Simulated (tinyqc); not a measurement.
# Fully depleted semiconductor-on-insulator film with two gates, non-linear Poisson equation by Newton steps: effects of single changes

One dimension across the film, front interface at x = 0, back interface at x = ts. psi is counted from the intrinsic level, n = ni exp(psi/Vt) (source grounded), holes neglected, acceptors ionised. Gates act through Cox = eps0 eox/tox and Cbox = 3.9 eps0/tb with potentials G1 = Vg - (phiM - chi - Vt ln(Nc/ni)) and G2 = Vb - (phiB - chi - Vt ln(Nc/ni)). Classical Boltzmann densities, no interface charge, no depletion in the back plane.

Values chosen for this exercise; band and dielectric values those of a made-up semiconductor:
```
symbol    value   unit                                                                 meaning
T           350      K                                                             temperature
Eg         1.18     eV                                                                band gap
eps_r        13                                                          relative permittivity
Nc      2.66e19  cm^-3                                  conduction-band density of states at T
Nv      3.57e19  cm^-3                                     valence-band density of states at T
chi        3.92     eV                                                       electron affinity
eox         3.9         relative permittivity of the gate insulator (close to silicon dioxide)
tox         1.6     nm                                                     insulator thickness
ts           26     nm                                                          film thickness
tb           58     nm                                      buried-oxide thickness (eps_r 3.9)
Na         1e15  cm^-3                                            acceptor density of the film
phiM       4.15     eV                                         work function of the front gate
phiB       4.97     eV                                         work function of the back plane
Vb            0      V                                                       back-gate voltage
```

Constants: q = 1.602176634e-19 C, kB = 1.380649e-23 J/K, Vt = kB T/q, eps0 = 8.8541878128e-14 F/cm where lengths are in cm. Results are converted to the units shown.

Each table varies one quantity; the others keep the values above.

## Charge against front-gate voltage

ni = sqrt(Nc Nv) exp(-Eg/(2 Vt)), Eg in volts. The Poisson equation eps0 eps_r d2psi/dx2 = q (n + Na), with -eps0 eps_r dpsi/dx = Cox (G1 - psi) at x = 0 and eps0 eps_r dpsi/dx = Cbox (G2 - psi) at x = ts, is solved on 300 equal intervals with half boxes at both ends; N_inv is the trapezoid sum of n. Swing = ln 10/(d ln N_inv/dVg); the last column is (dN_inv/dVb)/(dN_inv/dVg).

Result of one run:

| Vg (V) | psi front (V) | psi back (V) | N_inv (cm^-2) | centroid/ts | swing (mV/decade) | q dN_inv/dVg over Cox | back/front leverage |
|---|---|---|---|---|---|---|---|
| 0.16 | 0.472 | 0.341 | 2.91e11 | 0.208 | 143 | 0.346 | 0.0467 |

What becomes of these results when the front-gate voltage Vg is changed from 0.16 to 0.76 V, all else the same?

Result of the changed run:

| Vg (V) | psi front (V) | psi back (V) | N_inv (cm^-2) | centroid/ts | swing (mV/decade) | q dN_inv/dVg over Cox | back/front leverage |
|---|---|---|---|---|---|---|---|
| 0.76 | 0.625 | 0.372 | 6.29e12 | 0.0617 | 1.21e3 | 0.891 | 0.0285 |

The whole series:

| Vg (V) | psi front (V) | psi back (V) | N_inv (cm^-2) | centroid/ts | swing (mV/decade) | q dN_inv/dVg over Cox | back/front leverage |
|---|---|---|---|---|---|---|---|
| -0.29 | 0.0528 | -0.00893 | 6.26e5 | 0.340 | 74.1 | 1.44e-6 | 0.0674 |
| -0.14 | 0.199 | 0.120 | 6.68e7 | 0.303 | 73.8 | 1.55e-4 | 0.0625 |
| 0.01 | 0.345 | 0.248 | 7.08e9 | 0.269 | 75.5 | 0.0160 | 0.0579 |
| 0.16 | 0.472 | 0.341 | 2.91e11 | 0.208 | 143 | 0.346 | 0.0467 |
| 0.31 | 0.542 | 0.363 | 1.36e12 | 0.135 | 350 | 0.664 | 0.0356 |
| 0.46 | 0.581 | 0.369 | 2.85e12 | 0.0966 | 613 | 0.794 | 0.0313 |
| 0.61 | 0.607 | 0.371 | 4.52e12 | 0.0751 | 903 | 0.856 | 0.0295 |
| 0.76 | 0.625 | 0.372 | 6.29e12 | 0.0617 | 1.21e3 | 0.891 | 0.0285 |
| 0.91 | 0.640 | 0.373 | 8.11e12 | 0.0526 | 1.52e3 | 0.913 | 0.0279 |

N_inv passes 1e11 cm^-2 at Vg = 0.105 V. The swing starts at 74.1 mV a decade, against (1 + k) Vt ln 10 = 71.1 for a front channel with k = Cs Cbox/(Cox (Cs + Cbox)) = 0.0243, Cs = eps0 eps_r/ts; above threshold this column is no longer a subthreshold swing. The centroid falls from 0.340 to 0.0526 of ts and the leverage of the back gate falls from 0.0674 to 0.0279. For Vg = 0.46, 0.61, 0.76, 0.91 the density at an interface exceeds 0.3 Nc, where Boltzmann statistics fail. For Vg = 0.46, 0.61, 0.76, 0.91 the classical centroid lies within 3 nm of an interface, where confinement, left out, would push it away.

## Threshold and coupling against the back-gate voltage

VT is the Vg for N_inv = 1e11 cm^-2; -dVT/dVb from the linearised equation. Limits with Cs = eps0 eps_r/ts: front channel Cs Cbox/(Cox (Cs + Cbox)), back channel Cbox (Cox + Cs)/(Cox Cs). Swing at N_inv = 1e8 cm^-2.

The same in every row: front-channel limit = 0.0243; back-channel limit = 0.162.

Result of one run:

| Vb (V) | VT (V) | centroid/ts at VT | -dVT/dVb | swing (mV/decade) |
|---|---|---|---|---|
| -6 | 0.310 | 0.0361 | 0.0287 | 71.5 |

What becomes of these results when the back-gate voltage Vb is changed from -6 to 8 V, all else the same?

Result of the changed run:

| Vb (V) | VT (V) | centroid/ts at VT | -dVT/dVb | swing (mV/decade) |
|---|---|---|---|---|
| 8 | -0.962 | 0.967 | 0.157 | 80.5 |

The whole series:

| Vb (V) | VT (V) | centroid/ts at VT | -dVT/dVb | swing (mV/decade) |
|---|---|---|---|---|
| -6 | 0.310 | 0.0361 | 0.0287 | 71.5 |
| -4 | 0.251 | 0.0506 | 0.0304 | 71.6 |
| -2 | 0.187 | 0.0846 | 0.0345 | 72.0 |
| 0 | 0.105 | 0.237 | 0.0523 | 73.8 |
| 2 | -0.0653 | 0.771 | 0.123 | 79.0 |
| 4 | -0.346 | 0.922 | 0.149 | 80.1 |
| 6 | -0.651 | 0.954 | 0.155 | 80.3 |
| 8 | -0.962 | 0.967 | 0.157 | 80.5 |

As Vb goes from -6 to 8, VT falls from 0.310 to -0.962 V, the centroid rises from 0.0361 to 0.967 of ts and -dVT/dVb rises from 0.0287 to 0.157. The coupling covers 3.17 % of the way from the front-channel to the back-channel limit in the first row and 96.2 % in the last. A positive back bias draws the electrons to the back interface, where the back gate has more leverage and the front gate less, so the swing worsens.

Program tinyqc, `OMP_NUM_THREADS=1 python tinyqc.py 2190114 2190115 out.jsonl`; Intel Xeon 2.30GHz, shared host, one thread, about 0.5 s.
